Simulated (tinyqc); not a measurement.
# Changing the temperature T

Model: leakage currents through a thin dielectric. Computed by tinyqc, a small Python program. Command: `OMP_NUM_THREADS=1 python tinyqc.py 3025791 3025792 out.jsonl leak sweep`. One thread of a shared host (Intel(R) Xeon(R) Processor @ 2.30GHz), about 0.07 s of CPU time with the checks.

Electrons leave an electrode with Fermi energy E_F above its band bottom; barriers are counted from the Fermi level, and both electrodes are alike.

Inputs (values chosen for the exercise, modelled on HfO2):

| quantity | value | unit |
|---|---|---|
| barrier height phi_B | 1.56 | eV |
| tunnelling mass m | 0.18 | m_0 |
| static permittivity k | 22.1 | - |
| optical permittivity k_o | 4.1 | - |
| trap depth phi_t | 1.1 | eV |
| Poole-Frenkel prefactor sigma_0 | 9.8e-05 | S/cm |
| thickness t | 2.7 | nm |
| electrode Fermi energy E_F | 3.1 | eV |
| electrode mass m_e | 0.3 | m_0 |
| voltage V | 0.82 | V |

Stack: single layer.

Constants: k_B = 8.617333262e-05 eV/K; m_0 = 9.1093837015e-31 kg; e = 1.602176634e-19 C; hbar = 1.054571817e-34 J s; k_B = 1.380649e-23 J/K; eps_0 = 8.8541878128e-12 F/m; h = 6.62607015e-34 J s.

Method:
- Field F = V/t; equivalent oxide thickness 3.9 t/k.
- WKB: a layer of mass m, field F and barrier b(x) = b_0 - e F x gives the exponent (4 sqrt(2 m)/(3 hbar e F)) [b_0^(3/2) - max(b_0 - e F t, 0)^(3/2)] for b_0 > 0; b_0 = barrier - (E - E_F); the transmission is D(E) = exp(-sum of exponents), without image force.
- Tsu-Esaki: J = (e m_e k_B T/(2 pi^2 hbar^3)) int D(E) ln[(1 + exp((E_F - E)/k_B T))/(1 + exp((E_F - eV - E)/k_B T))] dE over the normal energy E (its change with the mass at an interface is neglected) from max(0, E_F - 3 eV) to E_F + largest barrier, by 100 Gauss-Legendre points in each part, split at E_F - 0.3 eV (if inside the range) and E_F + 8 k_B T.
- The mean energy weights E - E_F by the integrand.
- Schottky emission J = A T^2 exp(-(phi_B - sqrt(e^3 F/(4 pi k_o eps_0)))/k_B T), A = 4 pi e m k_B^2/h^3 with the tunnelling mass; Poole-Frenkel J = sigma_0 F exp(-(phi_t - sqrt(e^3 F/(pi k_o eps_0)))/k_B T); both use the field F of the dielectric.

One run for each value:

| temperature T (K) | tunnel current density (A/cm^2) | Poole-Frenkel current density (A/cm^2) | Schottky current density (A/cm^2) | mean energy of the current above E_F (eV) |
|---|---|---|---|---|
| 150 | 708.8 | 2.894e-13 | 1.765e-36 | -0.4203 |
| 180 | 710.9 | 9.194e-11 | 2.050e-29 | -0.4190 |
| 220 | 714.4 | 1.730e-08 | 5.821e-23 | -0.4168 |
| 260 | 718.6 | 6.498e-07 | 1.807e-18 | -0.4142 |
| 320 | 726.4 | 2.733e-05 | 8.320e-14 | -0.4094 |
| 380 | 736.0 | 3.530e-04 | 1.369e-10 | -0.4035 |
| 460 | 751.9 | 3.788e-03 | 1.404e-07 | -0.3939 |
| 550 | 774.6 | 2.396e-02 | 3.265e-05 | -0.3803 |

Over the rows, tunnel current density (A/cm^2) rises from 709 to 775 (exponent d ln y / d ln x 0.017 between the first rows and 0.17 between the last); Poole-Frenkel current density (A/cm^2) rises from 2.89e-13 to 0.0240 (exponent d ln y / d ln x 32 between the first rows and 10 between the last); Schottky current density (A/cm^2) rises from 1.76e-36 to 3.26e-5 (exponent d ln y / d ln x 89 between the first rows and 30 between the last). At the low end the exponent of tunnel current density is 0.02, close to 0: tunnelling from the Fermi level is not activated. Arrhenius slopes between the last two rows: tunnelling 0.007 eV, Poole-Frenkel 0.447 eV (the lowered trap depth).

Extremes, crossings and ranges named in words are read from the listed rows.
